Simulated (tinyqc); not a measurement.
Worked calculation: Luttinger-Kohn k.p, four valence bands. Computed by tinyqc, a small Python program that keeps every step. Settings: g1 = 6.83, g2 = 2.45, g3 = 2.89. Command: `OMP_NUM_THREADS=1 python tinyqc.py 20209 20210 out.jsonl` (the two numbers bound the seeds that draw the settings). One thread of a shared host (Intel(R) Xeon(R) Processor @ 2.60GHz), about 0.01 s of CPU time with the checks.

## Bloch Hamiltonian at k

Luttinger parameters chosen for this model; energies are counted downward from the top of the valence band:
```
parameter     value  unit
g1         6.830000
g2         2.450000
g3         2.890000
```

k point k (1/angstrom): [0.038000, 0.033000, 0.009000]

P = c g1 k^2, Q = c g2 (kx^2 + ky^2 - 2 kz^2), R = c sqrt3 [-g2 (kx^2 - ky^2) + 2i g3 kx ky], S = 2 c sqrt3 g3 (kx - i ky) kz, c = hbar^2/2m = 3.809982 eV angstrom^2; rows [P+Q, -S, R, 0], [-S*, P-Q, 0, R], [R*, 0, P-Q, S], [0, R*, S*, P+Q]. The path ends lie at |k| = 0.08 1/angstrom.

H(k) at k (eV), order 3/2, 1/2, -1/2, -3/2:
```
[[0.090154, -0.013045+0.011328i, -0.005740+0.047831i, 0.000000],
 [-0.013045-0.011328i, 0.045890, 0.000000, -0.005740+0.047831i],
 [-0.005740-0.047831i, 0.000000, 0.045890, 0.013045-0.011328i],
 [0.000000, -0.005740-0.047831i, 0.013045+0.011328i, 0.090154]]
```

## Levels at k

Diagonalise the Hermitian matrix.

eigenvalues (eV): [0.012263, 0.012263, 0.123781, 0.123781]

## Bands along a path

The same steps at evenly spaced points between the labelled ones.

Bands along the path (eV):
```
k               band 1    band 2    band 3    band 4
[111]         0.025603  0.025603  0.307481  0.307481
[111]-G 0.20  0.016386  0.016386  0.196788  0.196788
[111]-G 0.40  0.009217  0.009217  0.110693  0.110693
[111]-G 0.60  0.004096  0.004096  0.049197  0.049197
[111]-G 0.80  0.001024  0.001024  0.012299  0.012299
G             0.000000  0.000000  0.000000  0.000000
G-[100] 0.20  0.001882  0.001882  0.011441  0.011441
G-[100] 0.40  0.007530  0.007530  0.045764  0.045764
G-[100] 0.60  0.016942  0.016942  0.102968  0.102968
G-[100] 0.80  0.030119  0.030119  0.183055  0.183055
[100]         0.047061  0.047061  0.286023  0.286023
```

## Hole masses

E = c [g1 k^2 -/+ 2 sqrt(g2^2 k^4 + 3 (g3^2 - g2^2)(kx^2 ky^2 + ky^2 kz^2 + kz^2 kx^2))] with c = hbar^2/2m, and m* = hbar^2 k^2 / (2 E).

Masses (electron masses):
```
direction     heavy     light
[100]      0.518135  0.085251
[110]      0.795572  0.080625
[111]      0.952381  0.079302
```
